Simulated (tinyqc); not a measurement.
Optical gain and spontaneous emission in a bulk direct-gap semiconductor, step by step. Values are carried at full precision from step to step, so a last printed digit may differ when a step is redone from the rounded ones.

F_j(eta) = (1/Gamma(j + 1)) integral_0^infinity x^j dx/(1 + exp(x - eta)), which tends to exp(eta) for eta << 0.

Quasi-Fermi levels: n = Nc F_1/2(Fc/kT) and p = Nv F_1/2(Fv/kT), Fc counted up from the conduction edge and Fv down from the valence edge; Nc, Nv from N = 2 (m kB T/(4 pi c))^(3/2) with c = hbar^2/2m0, in 1/angstrom^3; times 1e24 for 1/cm^3, with me and (mhh^(3/2) + mlh^(3/2))^(2/3).

Constants: hbar^2/2m0 = 3.80998211 eV angstrom^2; kB = 8.617333262e-05 eV/K; fine-structure constant alpha = 0.007297352564; hbar = 6.58211957e-16 eV s; hbar c = 1973.269805 eV angstrom.

Values chosen for the exercise (near those of GaAs; the results hold for these values, not for the real material):
- me = 0.0644 m0 (electron mass)
- mhh = 0.483 m0 (heavy-hole mass)
- mlh = 0.0817 m0 (light-hole mass)
- n = 5.7e+18 1/cm^3 (injected density, n = p)
- T = 400 K
- Eg = 1.458 eV (direct gap)
- Ep = 26 eV (Kane energy)
- nr = 3.54 (refractive index)
- E = 1.529 eV (photon energy)

## Quasi-Fermi levels

Solve for Fc and Fv.

kT = 0.034469 eV
Nc = 6.314e+17 1/cm^3
Nv = 1.387e+19 1/cm^3
Fc = 0.1749 eV
Fv = -0.0257 eV
Fc + Fv = 0.1492 eV

The separation of the quasi-Fermi levels exceeds the gap, so photons between Eg and Eg + (Fc + Fv) see gain. The quasi-Fermi level of the electrons lies inside the band, that of the holes in the gap.

## Absorption of the empty crystal

Parabolic bands, vertical transitions, no excitons. For each hole band j: mr = me mj/(me + mj); joint density of states J_j(E) = (mr/c)^(3/2) sqrt(E - Eg)/(2 pi^2), both spins, c = hbar^2/2m0; averaged matrix element |e.p|^2 = m0 Ep/6; alpha_j(E) = 4 pi^2 alpha_f c Ep J_j/(3 nr E) in 1/angstrom (alpha_f the fine-structure constant, listed as alpha among the constants), times 1e8 for 1/cm.

Evaluate at E for heavy and light holes.

mr, J and alpha of each hole band:
```
hole   mr (m0)  J (1/(eV angstrom^3))  alpha (1/cm)
heavy  0.05682              2.459e-05        4321.1
light  0.03601              1.241e-05        2180.2
```

The heavy-hole band gives 66 % of the total, 6501 1/cm.

## Occupations and gain at E

For band j the electron sits at Ee = (E - Eg) mr/me above its edge and the hole at Eh = (E - Eg) mr/mj; fe = 1/(1 + exp((Ee - Fc)/kT)), fh = 1/(1 + exp((Eh - Fv)/kT)); gain g = sum_j alpha_j (fe + fh - 1).

Use mr and alpha from the table.

Energies, occupations and gain of each hole band:
```
hole   Ee (eV)  Eh (eV)     fe     fh  g (1/cm)
heavy   0.0626   0.0084  0.963  0.271      1013
light   0.0397   0.0313  0.981  0.161       308
```

total gain = 1321 1/cm

E - Eg = 0.0710 eV is below Fc + Fv = 0.1492 eV, so both bands give gain (Bernard-Duraffourg).

## Spontaneous emission

Spontaneous rate: R = integral of (nr E/(hbar c))^2/(pi^2 hbar) sum_j alpha_j fe fh dE, with alpha in 1/cm and (nr E/(hbar c))^2 in 1/cm^2 (1e16 per 1/angstrom^2); B = R/(n p); lifetime n/R.

Integrate over photon energy.

R = 3.46e+27 1/(cm^3 s)
B = 1.07e-10 cm^3/s
radiative lifetime = 1.65 ns

## Checks

- B at n = 1e13 1/cm^3 against the van Roosbroeck-Shockley value from alpha and ni^2 (cm^3/s): both 1.81e-10.

tinyqc: `OMP_NUM_THREADS=1 python tinyqc.py 1651379 1651380 out.jsonl`; about 0.08 s, one thread, shared Intel(R) Xeon(R) Processor @ 2.30GHz.
